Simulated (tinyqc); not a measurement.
# Worked calculation: floating body of a partially depleted SOI transistor: body voltage and kink

Program tinyqc, `OMP_NUM_THREADS=1 python tinyqc.py 2182193 2182194 out.jsonl`; Intel Xeon 2.30GHz, shared host, one thread, about 0.2 s. Printed values are rounded.

Source at 0 V. Channel current Ic = 2 nf K Vt^2 [F(0) - F(Vd)](1 + la Vd), F(V) = ln^2(1 + exp((Vg - VT - nf V)/(2 nf Vt))), VT = VT0 - gb Vb. Saturation voltage Vs = 2 Vt sqrt(F(0)) + 3 Vt, excess Ve = (Vd - Vs + sqrt((Vd - Vs)^2 + 0.0004 V^2))/2, multiplication M1 = Ai Ve exp(-Bl/Ve). Each junction passes D(v) = J1 (exp(v/Vt) - 1) + J2 (exp(v/(2 Vt)) - 1). Bipolar current Ib = bb J1 (exp(Vb/Vt) - 1). The body settles where M1 (Ic + Ib) = D(Vb) + D(Vb - Vd) + Vb/Rb; drain current Id = (1 + M1)(Ic + Ib) - D(Vb - Vd).

Inputs (values chosen for the exercise); values of the order met in partially depleted silicon-on-insulator transistors: temperature T = 300 K; threshold at zero body voltage VT0 = 0.47 V; fall of the threshold per volt of body voltage gb = 0.31; slope factor nf = 1.44; gain factor per width K = 260 uA/(V^2 um); channel-length modulation factor la = 0.06 1/V; impact-ionisation prefactor Ai = 3.6 1/V; impact-ionisation voltage Bl = 7.4 V; diffusion saturation current of each junction J1 = 4e-12 uA/um; recombination saturation current of each junction J2 = 2.7e-9 uA/um; gain of the lateral bipolar transistor on the diffusion current bb = 1; resistance of a weak body tie to the source (1e9 stands for no tie, and the term is then dropped) Rb = 9000 kohm um; gate voltage Vg = 1.06 V; drain voltage Vd = 1.9 V.

Constants: q = 1.602176634e-19 C, kB = 1.380649e-23 J/K, Vt = kB T/q. Results are converted to the units shown.

Range of the model: The multiplication law is an empirical form chosen for the exercise; self-heating and capacitive coupling to the body are left out, and the linear laws are rough once Vb passes about 0.7 V or M1 about 0.1.

## Starting value

Vb = 0.59 V.

Vb at the start = 0.59 V

## Iteration 1: new Vb

Current into the body I_in = M1 (Ic + Ib) - D(Vb - Vd), current out I_out = D(Vb) + Vb/Rb; f = ln(I_in/I_out), s = df/dVb by central differences over 1e-5 V, Vb(new) = Vb - f/s.

Ic = 60.0780 uA/um
Ve = 1.28578 V
M1 = 0.0146555
I_in = 0.880950 uA/um
I_out = 0.0984299 uA/um
f = 2.19166
s = -14.3083 1/V
Vb after iteration 1 = 0.743173 V

## Iteration 2: new Vb

As before.

Ic = 67.6864 uA/um
Ve = 1.25281 V
M1 = 0.0122726
I_in = 0.980572 uA/um
I_out = 12.3003 uA/um
f = -2.52924
s = -33.0575 1/V
Vb after iteration 2 = 0.666663 V

## Iteration 3: new Vb

As before.

Ic = 63.8293 uA/um
Ve = 1.26928 V
M1 = 0.0134244
I_in = 0.865367 uA/um
I_out = 0.708294 uA/um
f = 0.200294
s = -34.7717 1/V
Vb after iteration 3 = 0.672423 V

## Course of the iteration

Stop when the step is below 1e-10 V, or after 40 iterations.

Course of the iteration:

| iteration | Vb before the step (V) | step (V) |
|---|---|---|
| 1 | 0.59 | 0.153 |
| 2 | 0.743173 | -0.0765 |
| 3 | 0.666663 | 5.76e-3 |
| 4 | 0.672423 | -5.07e-5 |
| 5 | 0.672372 | -3.37e-9 |
| 6 | 0.672372 | < 1e-13 |

Converged in 6 iterations.

## Drain current with floating and with grounded body

converged Vb = 0.672372 V

Id and VT at the converged Vb, Id at Vb = 0, their ratio, and the bipolar share Ib/(Ic + Ib).

VT = 0.261565 V
Id, floating = 65.7684 uA/um
Id, grounded = 35.9572 uA/um
ratio = 1.82907
bipolar share = 1.21662 %

The body rises to 0.672 V and lowers the threshold by 208 mV.
